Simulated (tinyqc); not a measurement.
Input admittance of a MOSFET at zero drain bias: distributed channel and distributed gate: input impedance against frequency.

Source and drain grounded, strong inversion, w = 2 pi f, Cox = eps0 eox/tox. The channel is an RC line of resistance 1/(mu Cox Vo) per square fed from both ends, so one finger has the intrinsic admittance y = i w Cox L tanh(g)/g per width, g = (1/2) sqrt(i w tau), tau = L^2/(mu Vo). The vertical resistance rv/L is in series with y, the overlaps 2 i w Cov in parallel: y_t = 1/(1/y + rv/L) + 2 i w Cov. The gate strip is a line of Rsh/L per length loaded by y_t, so a finger has Y = y_t Wf tanh(k)/k, k = (Wf/sd) sqrt(y_t Rsh/L); the device has Nf Y.

Low-frequency limits, with c = Cox L and ct = c + 2 Cov: R_strip = Rsh Wf/(3 sd^2 L Nf), R_ch = (c/ct)^2 L/(12 mu Cox Vo Wf Nf), R_vert = (c/ct)^2 rv/(L Wf Nf), C = ct Wf Nf. Z = 1/(Nf Y) = R + 1/(i w C), Q = |Im Z|/R, far-point signal |1/cosh k|.

Parameters, values chosen for the exercise; values of the order met in silicon radio-frequency transistors: relative permittivity of the gate insulator (close to silicon dioxide) eox = 3.9; insulator thickness tox = 5 nm; channel length L = 0.22 um; finger width Wf = 19 um; number of fingers Nf = 16; channel mobility mu = 180 cm^2/(V s); gate overdrive Vo = 0.46 V; sheet resistance of the gate Rsh = 13 ohm/square; vertical resistivity of the gate stack rv = 1.3 ohm um^2; number of ends at which a finger is contacted sd = 1; overlap and fringe capacitance on each side Cov = 0.34 fF/um.

Constants: eps0 = 8.8541878128e-14 F/cm where lengths are in cm. Results are converted to the units shown.

The same in every row: low-frequency R (ohm) = 23.90.

Result of one run:
```
w tau,|k|,R (ohm),C (fF),Q,signal at the far point
0.02938,0.4856,23.89,667.8,12.47,0.9952
```

Which frequency f gave this result: 0.01, 0.1, 0.8, 2 or 40 GHz?

f = 0.8 GHz.

The whole series:
```
f (GHz),w tau,|k|,R (ohm),C (fF),Q,signal at the far point
0.01,3.673e-4,0.05429,23.90,668.6,995.9,1.000
0.04,0.001469,0.1086,23.90,668.6,249.0,1.000
0.1,0.003673,0.1717,23.90,668.6,99.59,0.9999
0.3,0.01102,0.2974,23.90,668.5,33.20,0.9993
0.8,0.02938,0.4856,23.89,667.8,12.47,0.9952
2,0.07346,0.7678,23.85,663.5,5.029,0.9710
6,0.2204,1.330,23.42,626.4,1.808,0.8031
20,0.7346,2.425,19.94,427.5,0.9337,0.3576
40,1.469,3.418,15.28,291.0,0.8947,0.1613
```

R falls from 23.9 to 15.3 ohm and C falls from 669 to 291 fF. Q goes as f^(-1.00) between the first two rows and f^(-0.06) between the last two, where w tau = 1.47 and |k| = 3.42. The low-frequency limits hold both R and C within 5 % up to f = 2 GHz among the rows.

Computed by the program tinyqc: `OMP_NUM_THREADS=1 python tinyqc.py 2262083 2262084 out.jsonl`, one thread of a shared Intel Xeon 2.30GHz, about 0.01 s for the whole run.
